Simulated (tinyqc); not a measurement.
Composition and strain of an epitaxial Si(1-x)Ge(x) layer from Raman and X-ray peaks: one step, computed by the program tinyqc. Command: `OMP_NUM_THREADS=1 python tinyqc.py 3018447 3018448 out.jsonl epiraman walk`. One thread of a shared host (Intel(R) Xeon(R) Processor @ 2.30GHz), about 0.01 s of CPU time with the checks.

A (001) layer, biaxially strained in the plane. The Raman peaks follow empirical lines omega = w0 + c1 x + c3 x^3 + b eps (c3 for Si-Ge alone), with eps the in-plane strain.

Task: Lattice constants and strain. Relaxed lattice constant a(x) = a_Si + (a_Ge - a_Si) x - B x (1 - x). In-plane constant a_par = a_sub + R (a(x) - a_sub); eps = a_par/a(x) - 1; eps_perp = -(2 C12/C11) eps with 2 C12/C11 linear in x; a_perp = a(x) (1 + eps_perp).

Inputs (values chosen for the exercise, modelled on silicon-germanium):

| quantity | value | unit |
|---|---|---|
| Ge fraction x | 0.61 | - |
| degree of relaxation R | 0 | - |
| lattice constant of Si | 5.431 | angstrom |
| lattice constant of Ge | 5.658 | angstrom |
| bowing B | 0.029 | angstrom |
| 2 C12/C11 of Si | 0.777 | - |
| 2 C12/C11 of Ge | 0.747 | - |

Substrate: germanium.

Give: relaxed constant a(x); substrate constant a_sub; a_par; in-plane strain eps; strain along the normal; a_perp.

Result:

relaxed constant a(x) = 5.563 angstrom

substrate constant a_sub = 5.658 angstrom

a_par = 5.658 angstrom

in-plane strain eps = 17.16 per mille

strain along the normal = -13.02 per mille

a_perp = 5.490 angstrom

The layer is under tension in the plane and is shortened along the normal.
